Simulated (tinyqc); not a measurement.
Inductance and parasitic capacitance from two readings.

Inverse problem. A loss-free coil L in parallel with C shows the apparent inductance L/(1 - w^2 L C), w = 2 pi f. Find L, C and the self-resonance 1/(2 pi sqrt(L C)).

apparent inductance at 7.4 and 18 GHz (nH): [0.89981211, 1.9783157]

Answer. The inverse of the reading is 1/L - w^2 C, a straight line in w^2.

L = 0.8100 nH
C = 57.00 fF
self-resonance = 23.42 GHz

Computed by the program tinyqc: `OMP_NUM_THREADS=1 python tinyqc.py 2302209 2302210 out.jsonl`, one thread of a shared Intel Xeon 2.30GHz, about 0.01 s for the whole run.
